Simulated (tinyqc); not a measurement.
How many bands a k.p model needs: band 5 from Gamma to K: k.p theory built from an empirical-pseudopotential calculation at Gamma.

Empirical pseudopotential on the fcc lattice, atoms at +/- tau, tau = a (1,1,1)/8, no spin-orbit coupling. H(G,G') = c (2 pi/a)^2 |k + G|^2 delta + VS(q) cos(q.tau) + i VA(q) sin(q.tau), q = G - G', c = hbar^2/2m0; k and G in units of 2 pi/a; VS at |q|^2 = 3, 8, 11 and VA at 3, 4, 11, in rydberg, zero elsewhere. The basis is fixed: all 89 G with |G|^2 up to Gcut. Energies are counted from the fourth level at Gamma.

k.p in the lowest n states at Gamma: H_nm = (E_n + c k^2) delta + 2 c k.<n|G|m>, k in 1/angstrom; with all states of the basis it is exact.

Constants: hbar^2/2m0 = 3.80998211 eV angstrom^2; Ry = 13.60569312 eV.

Values chosen for the exercise (near those of Si; not measured data): a = 5.421 angstrom (lattice constant); VS = (-0.208, 0.041, 0.078) Ry (symmetric form factors); VA = (0, 0, 0) Ry (antisymmetric form factors); Gcut = 19 (2 pi/a)^2 (largest |G|^2 of the fixed basis).

Band 5 (counted from below) at k = f (0.75, 0.75, 0) 2 pi/a; n ends on whole multiplets.

Energies (eV):

| f | n = 8 | n = 15 | n = 27 | n = 89 (exact) |
|---|---|---|---|---|
| 0.000 | 3.307 | 3.307 | 3.307 | 3.307 |
| 0.125 | 3.397 | 3.362 | 3.360 | 3.359 |
| 0.250 | 3.666 | 3.579 | 3.571 | 3.567 |
| 0.500 | 4.746 | 3.505 | 3.502 | 3.490 |
| 0.625 | 5.556 | 2.997 | 2.994 | 2.971 |
| 0.750 | 6.545 | 2.397 | 2.393 | 2.358 |
| 0.875 | 7.715 | 1.846 | 1.841 | 1.789 |
| 1.000 | 9.065 | 1.408 | 1.401 | 1.327 |

Give the missing row, f = 0.375.

Computed row:
```
f      n = 8  n = 15  n = 27  n = 89 (exact)
0.375  4.116   3.723   3.720           3.713
```

With n = 8 the band stays within 0.05 eV of the exact one up to f = 0.125 (error at K: +7.737 eV). With n = 15 the band stays within 0.05 eV of the exact one up to f = 0.750 (error at K: +0.081 eV). With n = 27 the band stays within 0.05 eV of the exact one up to f = 0.750 (error at K: +0.073 eV). A smaller basis can only raise a level. The exact band has its minimum on these points at f = 1.000; n = 8 puts it at f = 0.000.

(tinyqc, `OMP_NUM_THREADS=1 python tinyqc.py 1050785 1050786 out.jsonl`, Intel(R) Xeon(R) Processor @ 2.30GHz, 1 thread, shared host, about 0.6 s.)
